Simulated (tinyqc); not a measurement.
Worked calculation (part 2 of 2): ROHF in the sto-3g basis, for BeH, spin multiplicity 2. Computed by tinyqc, a small Python program that keeps every step (integrals from PySCF). Command: `OMP_NUM_THREADS=1 python tinyqc.py 31911 31912 out.jsonl` (the two numbers bound the seeds that draw the settings). One thread of a shared host (Intel(R) Xeon(R) Processor @ 2.60GHz), about 0.07 s of CPU time with the checks.

Geometry (angstrom):
```
atom         x         y         z
Be    0.000000  0.000000  0.000000
H     0.000000  0.000000  2.612000
```

## Convergence

Stop when the energy changes by less than 1e-08 hartree and every element of the error matrix X^T (F D S - S D F) X is below 3e-05.

Course of the cycle:
```
iteration   E (hartree)     change  largest element of the error matrix
1          -14.18210431          -                             3.98e-01
2          -14.35845544  -1.76e-01                             1.10e-01
3          -14.53367066  -1.75e-01                             2.05e-01
4          -14.63639773  -1.03e-01                             1.30e-01
5          -14.69881674  -6.24e-02                             1.73e-01
6          -14.70664651  -7.83e-03                             1.32e-01
7          -14.74497155  -3.83e-02                             1.41e-01
8          -14.77371492  -2.87e-02                             1.04e-01
9          -14.80799474  -3.43e-02                             6.47e-02
10         -14.81625365  -8.26e-03                             1.63e-02
11         -14.81657330  -3.20e-04                             1.32e-02
12         -14.81657312   1.90e-07                             1.49e-02
13         -14.81673052  -1.57e-04                             1.28e-02
14         -14.81669158   3.89e-05                             1.38e-02
...                 ...        ...                                  ...
53         -14.81721183  -4.00e-06                             3.49e-03
54         -14.81721231  -4.82e-07                             3.49e-03
55         -14.81721577  -3.46e-06                             3.29e-03
56         -14.81721627  -5.01e-07                             3.29e-03
57         -14.81721927  -3.00e-06                             3.11e-03
58         -14.81721978  -5.08e-07                             3.10e-03
59         -14.81722238  -2.60e-06                             2.94e-03
60         -14.81722288  -5.04e-07                             2.92e-03
61         -14.81722515  -2.26e-06                             2.78e-03
62         -14.81722564  -4.92e-07                             2.76e-03
63         -14.81722761  -1.97e-06                             2.62e-03
64         -14.81722808  -4.76e-07                             2.60e-03
65         -14.81722980  -1.72e-06                             2.48e-03
66         -14.81723026  -4.55e-07                             2.46e-03
```

PySCF ROHF in the same basis = -14.81724807 hartree

Not converged within the cap of 66 iterations: the residual falls steadily but slowly, by a factor of about 0.97 a step. Reruns (cap 100 unless said): DIIS 8: converged in 52; atomic densities as start, DIIS 8: converged in 9; the original settings with a cap of 400: converged in 224.
